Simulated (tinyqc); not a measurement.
Five-level k.p model folded onto the conduction band: one step. Exact folding onto c. Five cases, with inputs chosen for the exercise.

Question. Solve E = H_cc + S(E), S(E) = sum_j H_cj^2/(E - H_jj), from E = H_cc, by plain substitution and by Newton steps on E - H_cc - S(E). The weight of c in the state is Z = 1/(1 - dS/dE). The exact level is the third eigenvalue of H from below.

Give: Iterates (eV); exact level; Z.

Case 1.

H (eV), rows c, lh, so, G8 up, G7 up and columns alike:
```
[[1.4196222, 0.5810757, 0.4108826, 0.3084030, 0.2180738],
 [0.5810757, 0, 0, 0, 0],
 [0.4108826, 0, -0.1040000, 0, 0],
 [0.3084030, 0, 0, 4.7800000, 0],
 [0.2180738, 0, 0, 0, 4.7100000]]
```

Answer.

Iterates (eV):
```
step  substitution   Newton
0          1.41962  1.41962
1          1.72551  1.66373
2          1.66051  1.67062
3          1.67256  1.67063
4          1.67026  1.67063
5          1.67070  1.67063
6          1.67061  1.67063
7          1.67063  1.67063
```

exact level = 1.67063 eV
Z = 0.8406

Substitution multiplies the error by about dS/dE = 1 - 1/Z = -0.190 a step, so it alternates; after 7 steps it is off by 2.5e-06 eV, while Newton is within 1e-5 eV from step 2 on.

Case 2.

H (eV), rows c, lh, so, G8 up, G7 up and columns alike:
```
[[1.5190000, 0.4379852, 0.3097023, 0.1699581, 0.1201785],
 [0.4379852, 0, 0, 0, 0],
 [0.3097023, 0, -0.3400000, 0, 0],
 [0.1699581, 0, 0, 4.6400000, 0],
 [0.1201785, 0, 0, 0, 4.4800000]]
```

Answer.

Iterates (eV):
```
step  substitution   Newton
0          1.51900  1.51900
1          1.68275  1.66579
2          1.66549  1.66701
3          1.66716  1.66701
4          1.66700  1.66701
5          1.66702  1.66701
6          1.66701  1.66701
7          1.66701  1.66701
```

exact level = 1.66701 eV
Z = 0.9108

Substitution multiplies the error by about dS/dE = 1 - 1/Z = -0.098 a step, so it alternates; after 7 steps it is off by 1.4e-08 eV, while Newton is within 1e-5 eV from step 2 on.

Case 3.

H (eV), rows c, lh, so, G8 up, G7 up and columns alike:
```
[[0.2360000, 0.0905151, 0.0640038, 0.0357792, 0.0252997],
 [0.0905151, 0, 0, 0, 0],
 [0.0640038, 0, -0.8260000, 0, 0],
 [0.0357792, 0, 0, 3.5600000, 0],
 [0.0252997, 0, 0, 0, 3.2100000]]
```

Answer.

Iterates (eV):
```
step  substitution   Newton
0          0.23600  0.23600
1          0.27397  0.26899
2          0.26902  0.26953
3          0.26959  0.26953
4          0.26952  0.26953
5          0.26953  0.26953
6          0.26953  0.26953
7          0.26953  0.26953
```

exact level = 0.26953 eV
Z = 0.8957

Substitution multiplies the error by about dS/dE = 1 - 1/Z = -0.116 a step, so it alternates; after 7 steps it is off by 1.1e-08 eV, while Newton is within 1e-5 eV from step 2 on.

Case 4.

H (eV), rows c, lh, so, G8 up, G7 up and columns alike:
```
[[1.4296396, 0.3060119, 0.2163831, 0.1252273, 0.0885491],
 [0.3060119, 0, 0, 0, 0],
 [0.2163831, 0, -0.1090000, 0, 0],
 [0.1252273, 0, 0, 4.9100000, 0],
 [0.0885491, 0, 0, 0, 4.8400000]]
```

Answer.

Iterates (eV):
```
step  substitution   Newton
0          1.42964  1.42964
1          1.51877  1.51313
2          1.51308  1.51340
3          1.51342  1.51340
4          1.51340  1.51340
5          1.51340  1.51340
6          1.51340  1.51340
7          1.51340  1.51340
```

exact level = 1.51340 eV
Z = 0.9427

Substitution multiplies the error by about dS/dE = 1 - 1/Z = -0.061 a step, so it alternates; after 7 steps it is off by 2.7e-10 eV, while Newton is within 1e-5 eV from step 2 on.

Case 5.

H (eV), rows c, lh, so, G8 up, G7 up and columns alike:
```
[[0.2340000, 0.0767644, 0.0542806, 0.0207797, 0.0146935],
 [0.0767644, 0, 0, 0, 0],
 [0.0542806, 0, -0.8430000, 0, 0],
 [0.0207797, 0, 0, 3.3700000, 0],
 [0.0146935, 0, 0, 0, 3.0700000]]
```

Answer.

Iterates (eV):
```
step  substitution   Newton
0          0.23400  0.23400
1          0.26170  0.25895
2          0.25897  0.25919
3          0.25921  0.25919
4          0.25919  0.25919
5          0.25919  0.25919
6          0.25919  0.25919
7          0.25919  0.25919
```

exact level = 0.25919 eV
Z = 0.9173

Substitution multiplies the error by about dS/dE = 1 - 1/Z = -0.090 a step, so it alternates; after 7 steps it is off by 1.3e-09 eV, while Newton is within 1e-5 eV from step 2 on.

Computed by tinyqc, one run a case: `OMP_NUM_THREADS=1 python tinyqc.py N N+1 out.jsonl` with N = 1050132, 1050215, 1050227, 1050448, 1050458; one thread of a shared Intel(R) Xeon(R) Processor @ 2.30GHz, about 0.01 s a run at most.
